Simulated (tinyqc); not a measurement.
Inside a calculation. Model: surface potential of a MOS transistor: implicit equation and explicit approximations.

Computed by the program tinyqc: `OMP_NUM_THREADS=1 python tinyqc.py 2122206 2122207 out.jsonl`, one thread of a shared Intel Xeon 2.30GHz, about 0.01 s for the whole run. Printed values are rounded.

p-type body, charge-sheet picture, depletion and inversion only, full ionisation (an idealisation for deep acceptors), Boltzmann statistics (rough once Na exp(x - xn) passes about Nc/7). In units of Vt: xg = (Vg - Vfb)/Vt, x = psi/Vt, G = gamma/sqrt(Vt), xn = (2 phiF + Vc)/Vt. The implicit equation is (xg - x)^2 = G^2 [x - 1 + exp(x - xn)] for x above about 3. Cox = eps0 eox/tox.

Parameters, values chosen for the exercise; band and dielectric values close to those of silicon:
```
symbol    value   unit                                                                 meaning
T           250      K                                                             temperature
Eg          1.1     eV                                                                band gap
eps_r      11.6                                                          relative permittivity
Nc       2.1e19  cm^-3                                  conduction-band density of states at T
Nv      2.02e19  cm^-3                                     valence-band density of states at T
eox         3.9         relative permittivity of the gate insulator (close to silicon dioxide)
tox         2.4     nm                                                     insulator thickness
Na       3.3e16  cm^-3                                                        acceptor density
Vfb       -0.82      V                                                       flat-band voltage
Vc            0      V                                                    channel-body voltage
Vg         0.38      V                                                       gate-body voltage
```

Constants: q = 1.602176634e-19 C, kB = 1.380649e-23 J/K, Vt = kB T/q, eps0 = 8.8541878128e-14 F/cm where lengths are in cm. Results are converted to the units shown.

Range of the model: The electron quasi-Fermi level lies less than 2 Vt below the band edge at the surface, or above it, where degeneracy and confinement, left out, matter.

## Scales

ni = sqrt(Nc Nv) exp(-Eg/(2 Vt)), Eg in volts; phiF = Vt ln(Na/ni); gamma = sqrt(2 q eps0 eps_r Na)/Cox; VT = Vfb + Vt (xn + G sqrt(xn - 1)).

phiF = 0.411340 V
gamma = 0.0724317 V^0.5
G = 0.493483
xn = 38.1872
VT = 0.0675099 V
xg = 55.7017

## Explicit approximation

Depletion value a = 1 + [sqrt(G^2/4 + xg - 1) - G/2]^2; inversion value b = xn + ln[(xg - xn)^2/G^2 - xn + 1] and first guess y = min(a, b) - ln(1 + exp(-|a - b|)) if a > xn + 1, else b = y = a; one second-order correction with D = exp(y - xn), p = 2 (xg - y) + G^2 (1 + D), w = (xg - y)^2 - G^2 (y - 1 + D): z = y + 2 w/(p + sqrt(p^2 - 2 (2 - G^2 D) w)), or the Newton step z = y + w/p where the root is not real.

a = 52.1716
b = 45.2958
y = 45.2948
p = 318.452
w = -199.878
z = 44.6671

The root of the implicit equation is x = 44.3692; y misses it by 0.93 and z by 0.30, in units of Vt (Newton branch).

## Starting value

x = y rounded to two decimals.

x at the start = 45.29

## Iteration 1: new x

D = exp(x - xn), f = (xg - x)^2 - G^2 (x - 1 + D), f' = -2 (xg - x) - G^2 (1 + D), x(new) = x - f/f'.

D = 1215.39
f = -198.361
f' = -317.045
x after iteration 1 = 44.6643

## Iteration 2: new x

As before.

D = 650.126
f = -47.1325
f' = -180.640
x after iteration 2 = 44.4034

## Course of the iteration

Stop when the step is below 1e-11, or after 60 iterations.

Course of the iteration:
```
iteration  x before the step      step
1                      45.29    -0.626
2                    44.6643    -0.261
3                    44.4034   -0.0337
4                    44.3697  -4.79e-4
5                    44.3692  -9.43e-8
6                    44.3692         0
```

Converged in 6 iterations.

## Potential, charges and gate control

converged x = 44.3692

psi = Vt x; N_dep = Cox Vt G sqrt(x - 1)/q; N_inv = (Cox Vt G/q) [sqrt(x - 1 + exp(x - xn)) - sqrt(x - 1)]; dpsi/dVg = 1/[1 + G^2 (1 + exp(x - xn))/(2 (xg - x))].

psi = 0.955861 V
N_dep = 6.28735e11 cm^-2
N_inv = 1.5637e12 cm^-2
dpsi/dVg = 0.161005

psi lies 6.2 Vt above 2 phiF + Vc.
